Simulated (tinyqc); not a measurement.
## MOS capacitor on a p-type substrate, surface potential from the exact charge relation: effect of the temperature on threshold and swing

Uniform p-type substrate, Boltzmann statistics, full ionisation, classical densities. psi is the surface potential against the body (positive when the bands bend down) and u = psi/Vt. Traps are spread evenly over the gap and neutral at flat band, so their charge is -q Dit psi; the minority quasi-Fermi level is shifted by Vb.

Nc and Nv are given at 273 K and scale as (T/273 K)^1.5; Eg is held fixed. ni = sqrt(Nc Nv) exp(-Eg/(2 Vt)), Eg in volts; phiF = Vt ln(N/ni); Cox = eps0 eox/tox; Vfb = phiM - chi - (Eg - Vt ln(Nv/N)) - q Nf/Cox; VT = Vfb + [(2 phiF + Vb)(1 + q Dit/Cox) + sqrt(2 eps0 eps_r q N (2 phiF + Vb))/Cox]. gamma = sqrt(2 eps0 eps_r q N)/Cox; Wm = sqrt(2 eps0 eps_r (2 phiF + Vb)/(q N)); m = 1 + (eps0 eps_r/Wm + q Dit)/Cox; swing m Vt ln 10; Cmin/Cox = 1/(1 + Cox Wm/(eps0 eps_r)).

Values chosen for this exercise; band and dielectric values close to those of gallium arsenide: band gap Eg = 1.45 eV; relative permittivity eps_r = 12.9; conduction-band density of states at the reference temperature Nc = 3.81e17 cm^-3; valence-band density of states at the reference temperature Nv = 7.72e18 cm^-3; electron affinity chi = 4.08 eV; acceptor density of the substrate N = 1.5e15 cm^-3; relative permittivity of the gate insulator (close to aluminium oxide) eox = 8.95; insulator thickness tox = 5.5 nm; gate work function phiM = 4.34 eV; fixed charge at the interface, in units of q Nf = 0 cm^-2; density of interface traps Dit = 4.2e11 cm^-2 eV^-1; reverse bias of the inversion layer against the body Vb = 0 V.

Constants: q = 1.602176634e-19 C, kB = 1.380649e-23 J/K, Vt = kB T/q, eps0 = 8.8541878128e-14 F/cm where lengths are in cm. Results are converted to the units shown.

The same in every row: gamma (V^0.5) = 0.01626.

Effect of the temperature on threshold and swing:
```
T (K),Vfb (V),2 phiF (V),VT (V),Wm (nm),m,swing (mV/decade),Cmin/Cox
200,-1.051,1.223,0.2477,1078,1.054,41.83,0.007298
240,-1.017,1.167,0.2215,1053,1.054,50.20,0.007471
280,-0.9829,1.108,0.1944,1026,1.054,58.58,0.007664
320,-0.9478,1.049,0.1664,998.3,1.055,66.96,0.007878
360,-0.9120,0.9874,0.1376,968.8,1.055,75.35,0.008117
400,-0.8757,0.9251,0.1082,937.7,1.055,83.75,0.008383
440,-0.8388,0.8617,0.07824,905.0,1.055,92.15,0.008683
```

As T goes from 200 to 440, VT falls from 0.248 to 0.0782 V, the swing rises from 41.8 to 92.1 mV/decade and Cmin/Cox rises from 0.00730 to 0.00868. Of the change of VT by -0.169 V, 0.212 V comes from Vfb and -0.381 V from the band bending and the charge it takes. VT changes by -0.706 mV/K on average.

Numbers from tinyqc (`OMP_NUM_THREADS=1 python tinyqc.py 2060147 2060148 out.jsonl`; about 0.01 s on one thread of a shared Intel Xeon 2.30GHz).
